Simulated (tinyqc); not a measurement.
From results back to parameters: tunnelling through a thin dielectric with one trap, as a tight-binding chain. Three cases, with inputs chosen for the exercise.

Problem. A resonance has full width Gamma_L + Gamma_R and peak height 4 Gamma_L Gamma_R/(Gamma_L + Gamma_R)^2. The values come from hidden widths.

Case 1.

full width = 1.38889 meV
peak height = 0.0314048

Case 2.

full width = 0.878197 meV
peak height = 0.00268469

Case 3.

full width = 21.9733 meV
peak height = 0.0102580

Find: larger and smaller width.

Solution. The widths are (W/2)(1 +/- sqrt(1 - peak)); which belongs to which lead the line shape cannot tell.

Case 1.

larger and smaller width (meV): 1.38  0.0110

Case 2.

larger and smaller width (meV): 0.878  0.000590

Case 3.

larger and smaller width (meV): 21.9  0.0565

Computed by tinyqc, one run a case: `OMP_NUM_THREADS=1 python tinyqc.py N N+1 out.jsonl` with N = 1482103, 1482164, 1482185; one thread of a shared Intel(R) Xeon(R) Processor @ 2.30GHz, about 0.09 s a run at most.
